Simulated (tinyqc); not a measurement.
Pariser-Parr-Pople SCF with singles CI, for the molecule O=c1cccccc1 (SMILES; centres numbered as the heavy atoms are written), step by step. One step of it, computed by the program tinyqc.

Problem. Singles CI, triplets. Over the 9 single excitations with the smallest orbital gaps: A = (e_a - e_i) delta - (ij|ab), with (pq|rs) = sum c_mp c_mq gamma_mn c_nr c_ns.

orbital energies (eV): [-16.182870, -14.078887, -13.286794, -10.441102, -2.257588, -1.439019, 2.295637, 3.421247]

coefficients, order 1O, 2C, 3C, 4C, 5C, 6C, 7C, 8C:
$$\begin{pmatrix}
0.261772 & 0.542613 & 0.000000 & 0.633621 & 0.000000 & 0.379803 & 0.000000 & -0.302194 \\
0.379721 & 0.474788 & 0.000000 & 0.017767 & 0.000000 & -0.448673 & 0.000000 & 0.654801 \\
0.350184 & 0.162059 & 0.416622 & -0.388085 & 0.506150 & -0.158618 & 0.265025 & -0.418735 \\
0.365804 & -0.154352 & 0.527906 & -0.198729 & -0.215590 & 0.493590 & -0.418134 & 0.243390 \\
0.370409 & -0.435874 & 0.218499 & 0.330153 & -0.444221 & -0.241725 & 0.504902 & -0.073344 \\
0.370409 & -0.435874 & -0.218499 & 0.330153 & 0.444221 & -0.241725 & -0.504902 & -0.073344 \\
0.365804 & -0.154352 & -0.527906 & -0.198729 & 0.215590 & 0.493590 & 0.418134 & 0.243390 \\
0.350184 & 0.162059 & -0.416622 & -0.388085 & -0.506150 & -0.158618 & -0.265025 & -0.418735
\end{pmatrix}$$

repulsion gamma_rs (eV), order 1O, 2C, 3C, 4C, 5C, 6C, 7C, 8C:
$$\begin{pmatrix}
15.200000 & 8.105103 & 5.514497 & 3.712060 & 3.095413 & 3.095413 & 3.712060 & 5.514497 \\
8.105103 & 11.130000 & 7.554085 & 5.078081 & 4.233299 & 4.233299 & 5.078081 & 7.554085 \\
5.514497 & 7.554085 & 11.130000 & 7.553271 & 5.079867 & 4.234084 & 4.233612 & 5.080158 \\
3.712060 & 5.078081 & 7.553271 & 11.130000 & 7.554938 & 5.079247 & 4.233148 & 4.233612 \\
3.095413 & 4.233299 & 5.079867 & 7.554938 & 11.130000 & 7.553862 & 5.079247 & 4.234084 \\
3.095413 & 4.233299 & 4.234084 & 5.079247 & 7.553862 & 11.130000 & 7.554938 & 5.079867 \\
3.712060 & 5.078081 & 4.233612 & 4.233148 & 5.079247 & 7.554938 & 11.130000 & 7.553271 \\
5.514497 & 7.554085 & 5.080158 & 4.233612 & 4.234084 & 5.079867 & 7.553271 & 11.130000
\end{pmatrix}$$

Give: triplet CI matrix; triplet excitation energies.

Solution.

triplet CI matrix (eV):
```
         4>5      4>6      3>5      2>5      3>6      2>6      4>7      4>8
4>5   2.5049   0.0000   0.0000   0.7965  -0.4037   0.0000  -0.2689   0.0000
4>6   0.0000   2.8887  -0.4037   0.0000   0.0000  -0.1885   0.0000   0.7561
3>5   0.0000  -0.4037   4.6527   0.0000   0.0000  -0.0087   0.0000  -0.6409
2>5   0.7965   0.0000   0.0000   6.0017  -0.0087   0.0000  -0.6526   0.0000
3>6  -0.4037   0.0000   0.0000  -0.0087   5.6406   0.0000  -0.5867   0.0000
2>6   0.0000  -0.1885  -0.0087   0.0000   0.0000   6.4782   0.0000   1.0059
4>7  -0.2689   0.0000   0.0000  -0.6526  -0.5867   0.0000   7.3961   0.0000
4>8   0.0000   0.7561  -0.6409   0.0000   0.0000   1.0059   0.0000   7.2942
1>5   0.2845   0.0000   0.0000   0.4037   0.4935   0.0000   0.6389   0.0000

        1>5
4>5  0.2845
4>6  0.0000
3>5  0.0000
2>5  0.4037
3>6  0.4935
2>6  0.0000
4>7  0.6389
4>8  0.0000
1>5  7.6595
```

triplet excitation energies (eV): [2.2630, 2.6861, 4.4907, 5.1120, 6.0099, 6.0339, 7.6080, 8.1272, 8.1859]
